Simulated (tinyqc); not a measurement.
Stoner model of a band ferromagnet: one step. The paramagnetic state and the Stoner criterion. Three cases, with inputs chosen for the exercise.

Task: Find EF from nd/2 states per spin, D(EF) and the product I D(EF); below 1 the susceptibility is enhanced by 1/(1 - I D).

Density of states per atom and spin: flat with a rise to the top, D(e) = (M/W) [1 - sp + 4 sp (e/W + 1/2)^3]. Levels e -/+ I m/2 for up and down spin, m = n_up - n_down, n_up + n_down = nd. At zero temperature e(N) is the energy below which N states lie, and E(m) = sum over spins of integral e D de - I m^2/4.

Give: EF; D(EF); I D(EF).

Case 1.

Values chosen: W = 4.7 eV (band width, e from -W/2 to W/2); M = 5 (states per atom and spin); nd = 7.08 (electrons per atom); sp = 0.34 (shape parameter); I = 0.58 eV (Stoner parameter).

Result:

EF = 1.5472 eV
D(EF) = 1.5270 1/eV
I D(EF) = 0.8857

The paramagnet is locally stable, with a susceptibility enhanced 8.75 times.

Case 2.

Values chosen: W = 5.9 eV (band width, e from -W/2 to W/2); M = 5 (states per atom and spin); nd = 4.68 (electrons per atom); sp = 0.63 (shape parameter); I = 1.14 eV (Stoner parameter).

Result:

EF = 1.4383 eV
D(EF) = 1.1923 1/eV
I D(EF) = 1.3592

The paramagnet is unstable.

Case 3.

Values chosen: W = 4.3 eV (band width, e from -W/2 to W/2); M = 5 (states per atom and spin); nd = 9.04 (electrons per atom); sp = 0.43 (shape parameter); I = 0.5 eV (Stoner parameter).

Result:

EF = 1.9606 eV
D(EF) = 2.4100 1/eV
I D(EF) = 1.2050

The paramagnet is unstable.

Computed by tinyqc, one run a case: `OMP_NUM_THREADS=1 python tinyqc.py N N+1 out.jsonl` with N = 1652032, 1652337, 1680135; one thread of a shared Intel(R) Xeon(R) Processor @ 2.30GHz, about 0.3 s a run at most.
